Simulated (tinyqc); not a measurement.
# Inputs raised by 2 %, one at a time

Model: Born-von Karman spring model of a cubic crystal with one atom per cell. Computed by tinyqc, a small Python program. Command: `OMP_NUM_THREADS=1 python tinyqc.py 3014209 3014210 out.jsonl springs sens`. One thread of a shared host (Intel(R) Xeon(R) Processor @ 2.30GHz), about 0.2 s of CPU time with the checks.

First neighbours lie at a/2 (1,1,0) (12 of them), second at a (1,0,0) (6), with all permutations and signs; the volume per atom is Omega = a^3/4. Two shells of springs match a real metal only roughly, above all at the zone boundary.

Inputs (values chosen for the exercise, modelled on silver):
```
quantity                value           unit
lattice constant a       4.09       angstrom
atomic mass M          107.87              u
radial spring k1L        1.34  eV/angstrom^2
transverse spring k1T  -0.099  eV/angstrom^2
radial spring k2L        0.01  eV/angstrom^2
transverse spring k2T  -0.011  eV/angstrom^2
mesh divisions n            8              -
temperature T              50              K
```

Lattice: fcc.

Constants: 1 eV/angstrom^3 = 160.2176634 GPa; u = 1.6605390666e-27 kg; nu for 1 eV/(angstrom^2 u) = 15.6333042 THz; h x 1 THz = 4.135667696 meV; k_B = 8.617333262e-05 eV/K; hbar^2/u = 4.18015928e-03 eV angstrom^2; hbar = 1.054571817e-34 J s; k_B = 1.380649e-23 J/K.

Method:
- [ij,kl] = (1/(2 Omega)) sum_R K_ij R_k R_l; C11 = [xx,xx], C44 = [xx,yy], C12 = 2 [xy,xy] - C44; B = (C11 + 2 C12)/3; Zener ratio A = 2 C44/(C11 - C12). K(R) = kL n n^T + kT (1 - n n^T).
- rho = M/Omega and v = sqrt(C/rho), with C = C11, C44, C44 along [100]; (C11 + C12 + 2 C44)/2, C44, (C11 - C12)/2 along [110]; (C11 + 2 C12 + 4 C44)/3 and twice (C11 - C12 + C44)/3 along [111].
- A neighbour at R with unit vector n couples by the matrix K(R) = kL n n^T + kT (1 - n n^T), and D(q) = (1/M) sum_R K(R) [1 - cos(q.R)].
- An eigenvalue lambda of D in eV/(angstrom^2 u) gives nu = 15.6333042 THz x sqrt(lambda).
- Mesh: q = sum_i (m_i + 1/2)/n b_i, m_i = 0..n-1, with b = [[-1, 1, 1], [1, -1, 1], [1, 1, -1]] in 2 pi/a; sums are averages over the n^3 points, per atom.
- With x = h nu/(k_B T) and n = 1/(exp(x) - 1) for each mode: F = k_B T [x/2 + ln(1 - exp(-x))], U = k_B T x (n + 1/2), S/k_B = x n - ln(1 - exp(-x)), C/k_B = x^2 n (n + 1).
- <u_x^2> = (1/3) sum over modes of hbar^2/(2 M h nu) coth(x/2); zero-point energy = sum h nu/2. <u_x^2> converges slowly with the mesh, from below, with an error of order 1/n.
- Christoffel matrix G_xx = C11 n_x^2 + C44 (1 - n_x^2), G_xy = (C12 + C44) n_x n_y, with eigenvalues rho v^2; v_m^-3 is the mean of v^-3 over three branches and all directions (12 Gauss-Legendre points in cos(theta) times 24 angles phi = (j + 1/2) pi/12); q_D = (6 pi^2/Omega)^(1/3); Theta = hbar v_m q_D/k_B.

Runs:
```
input moved                              from        to  C44 (GPa)  elastic Debye temperature (K)  <u_x^2> (angstrom^2)  zero-point energy (meV/atom)
base run                                    -         -      39.13                          197.0              0.002470                         18.92
lattice constant a (angstrom)            4.09    4.1718      38.37                          197.0              0.002470                         18.92
atomic mass M (u)                      107.87   110.027      39.13                          195.1              0.002459                         18.73
radial spring k1L (eV/angstrom^2)        1.34    1.3668      40.18                          200.2              0.002418                         19.15
radial spring k2L (eV/angstrom^2)        0.01    0.0102      39.13                          197.1              0.002470                         18.92
transverse spring k1T (eV/angstrom^2)  -0.099  -0.10098      38.90                          195.8              0.002486                         18.88
temperature T (K)                          50        51      39.13                          197.0              0.002497                         18.92
```

Exponents ln(y'/y) / ln(x'/x):
```
input                     C44  elastic Debye temperature  <u_x^2>  zero-point energy
lattice constant a     -1.000                      0.000    0.000              0.000
atomic mass M           0.000                     -0.500   -0.236             -0.500
radial spring k1L       1.337                      0.813   -1.074              0.608
radial spring k2L       0.000                      0.014   -0.011              0.003
transverse spring k1T  -0.301                     -0.313    0.312             -0.108
temperature T           0.000                      0.000    0.532              0.000
```

Among the inputs moved here: C44 answers most in size to radial spring k1L (exponent +1.337), next to lattice constant a (-1.000); its exponent is below 0.0005 for atomic mass M, radial spring k2L, temperature T. Its exponent -1.000 in lattice constant a: at fixed springs C scales as k/a. Elastic Debye temperature answers most in size to radial spring k1L (exponent +0.813), next to atomic mass M (-0.500); its exponent is below 0.0005 for lattice constant a, temperature T. Its exponent 0.000 in lattice constant a: v_m grows as a and q_D falls as 1/a. Its exponent -0.500 in atomic mass M: frequencies scale as M^(-1/2). <u_x^2> answers most in size to radial spring k1L (exponent -1.074), next to temperature T (+0.532); its exponent is below 0.0005 for lattice constant a. Zero-point energy answers most in size to radial spring k1L (exponent +0.608), next to atomic mass M (-0.500); its exponent is below 0.0005 for lattice constant a, temperature T. Its exponent -0.500 in atomic mass M: frequencies scale as M^(-1/2).
